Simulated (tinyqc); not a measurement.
Worked calculation: bound state in one dimension: Numerov shooting, finite differences, DVR. Computed by tinyqc, a small Python program that keeps every step. Settings: points = 64. Command: `OMP_NUM_THREADS=1 python tinyqc.py 27460 27461 out.jsonl` (the two numbers bound the seeds that draw the settings). One thread of a shared host (Intel(R) Xeon(R) Processor @ 2.60GHz), about 0.01 s of CPU time with the checks.

## Numerov steps at E = 0.1

One particle of mass 1 in V = 6.77 (1 - exp(-0.88 x))^2 (atomic units), psi = 0 at both ends:

| parameter | value |
|---|---|
| left end | -1.600000 |
| right end | 7 |
| intervals | 64 |
| h | 0.134375 |
| state sought (nodes) | 0 |

k_i = 2 m (E - V_i); (1 + h^2 k_(i+1)/12) y_(i+1) = 2 (1 - 5 h^2 k_i/12) y_i - (1 + h^2 k_(i-1)/12) y_(i-1), from y_0 = 0, y_1 = 0.001.

Points along the way:

| i | x | V | k | y |
|---|---|---|---|---|
| 0 | -1.6000 | 64.5474 | -128.8949 | 0.0000 |
| 1 | -1.4656 | 46.8943 | -93.5887 | 0.0010 |
| 2 | -1.3313 | 33.5709 | -66.9417 | 0.0038 |
| 3 | -1.1969 | 23.5969 | -46.9939 | 0.0113 |
| 4 | -1.0625 | 16.2065 | -32.2130 | 0.0287 |
| 5 | -0.9281 | 10.8016 | -21.4031 | 0.0627 |
| 21 | 1.2219 | 2.9382 | -5.6764 | 4.5388 |
| 22 | 1.3562 | 3.2874 | -6.3749 | 6.0376 |
| 23 | 1.4906 | 3.6142 | -7.0284 | 8.2414 |
| 24 | 1.6250 | 3.9175 | -7.6349 | 11.5070 |
| 25 | 1.7594 | 4.1972 | -8.1944 | 16.3837 |
| 26 | 1.8938 | 4.4538 | -8.7076 | 23.7235 |

## Bisection on the node count

With more sign changes than the state has nodes (the last point included) the energy is too high, else too low; the bracket starts as 0.1 to 10.

Trials:

| trial | E | sign changes | y at the right end | next |
|---|---|---|---|---|
| 1 | 5.050000 | 2 | 3.58e+02 | lower |
| 2 | 2.575000 | 1 | -8.58e+05 | lower |
| 3 | 1.337500 | 0 | 6.54e+06 | raise |
| 4 | 1.956250 | 1 | -2.58e+06 | lower |
| 5 | 1.646875 | 1 | -1.85e+06 | lower |
| 6 | 1.492188 | 0 | 6.91e+05 | raise |
| 7 | 1.569531 | 1 | -8.75e+05 | lower |
| 8 | 1.530859 | 1 | -1.78e+05 | lower |
| 9 | 1.511523 | 0 | 2.33e+05 | raise |
| 10 | 1.521191 | 0 | 2.18e+04 | raise |
| 11 | 1.526025 | 1 | -7.96e+04 | lower |
| 12 | 1.523608 | 1 | -2.92e+04 | lower |
| 13 | 1.522400 | 1 | -3.80e+03 | lower |
| 14 | 1.521796 | 0 | 8.98e+03 | raise |
| ... | ... | ... | ... | ... |
| 28 | 1.522220 | 1 | -9.85e-02 | lower |
| 29 | 1.522220 | 0 | 2.91e-01 | raise |
| 30 | 1.522220 | 0 | 9.64e-02 | raise |

eigenvalue = 1.522220 hartree

## The same grid by other methods

Three-point finite differences and the sine-DVR kinetic matrix of Colbert and Miller on the same points.

Lowest levels (hartree):

| state | finite differences | DVR |
|---|---|---|
| 0 | 1.5172 | 1.5223 |
| 1 | 3.9710 | 3.9860 |
| 2 | 5.6559 | 5.6753 |
